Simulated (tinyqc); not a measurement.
Shift against diffusion length: interdiffusion of a quantum well during annealing: blurred potential and shift of the confined levels. Computed by tinyqc, a small Python program. Command: `OMP_NUM_THREADS=1 python tinyqc.py 3003946 3003947 out.jsonl qwi walk`. One thread of a shared host (Intel(R) Xeon(R) Processor @ 2.30GHz), about 0.06 s of CPU time with the checks.

A square well of width w is blurred by Fick diffusion with a constant coefficient; band offsets are linear in composition, masses are uniform, and strain and excitons are ignored.

Inputs (values chosen for the exercise, modelled on InGaAs in GaAs):

| quantity | value | unit |
|---|---|---|
| well width w | 3.9 | nm |
| electron mass m_e | 0.0575 | m_0 |
| hole mass m_h | 0.352 | m_0 |
| conduction offset V_c | 0.1 | eV |
| valence offset V_v | 0.085 | eV |

Constants: hbar^2/(2 m_0) = 3.80998212 eV angstrom^2.

Method:
- Square well, ground state: take the lowest root of k tan(k w/2) = kappa, k^2 = E/c, kappa^2 = (V - E)/c, c = hbar^2/(2m) with hbar^2/(2 m_0) in eV angstrom^2.
- With L = sqrt(D t) and the share at the centre erf(w/(4L)). After the anneal: V(z) = V {1 - (1/2)[erf((w/2 - z)/(2L)) + erf((w/2 + z)/(2L))]}, energies counted from the original well bottom. Finite differences on 3000 points over |z| < w/2 + 6L + 25 nm; shifts are taken against the same grid with cell-averaged square steps.
- First-order estimate for small L: the shift is 2 L^2 V |d(psi^2)/dz| at an edge, with psi the normalised square-well state: psi^2 = cos^2(k z)/(w/2 + 1/kappa) inside, so |d(psi^2)/dz| = k sin(k w)/(w/2 + 1/kappa).

electron level before the anneal = 66.4665 meV

hole level before the anneal = 26.9390 meV

Shifts (meV):

| L/w | L (nm) | share at the centre | electron | hole | sum | first-order sum |
|---|---|---|---|---|---|---|
| 0.02 | 0.078 | 1 | 0.055 | 0.138 | 0.193 | 0.20173 |
| 0.04 | 0.156 | 1 | 0.214 | 0.533 | 0.748 | 0.80691 |
| 0.07 | 0.273 | 1.00000 | 0.625 | 1.544 | 2.169 | 2.4712 |
| 0.1 | 0.39 | 0.99959 | 1.21 | 2.988 | 4.199 | 5.0432 |
| 0.15 | 0.585 | 0.98158 | 2.469 | 6.14 | 8.609 | 11.347 |
| 0.2 | 0.78 | 0.92290 | 3.932 | 9.823 | 13.756 | 20.173 |
| 0.3 | 1.17 | 0.76141 | 6.946 | 17.133 | 24.08 | 45.389 |
| 0.45 | 1.755 | 0.56794 | 10.849 | 25.676 | 36.525 | 102.12 |
| 0.7 | 2.73 | 0.38649 | 15.461 | 34.415 | 49.876 | 247.12 |
| 1 | 3.9 | 0.27633 | 19.002 | 40.261 | 59.263 | 504.32 |

The sum grows as L^1.95 between the first rows (L^2, linear in time, in first order) and as L^0.48 between the last, as it bends towards the limit V_c + V_v less the original levels, 91.6 meV. The first-order form is off by +5 % in the first row and +20 % at L/w = 0.1; it needs L well below the decay length 1/kappa. At L/w = 0.2 the hole level has moved by the larger share of its offset (11.6 % for the hole, 3.9 % for the electron). Caution: the well mass is used in the barriers too; a heavier barrier mass would lower these levels.
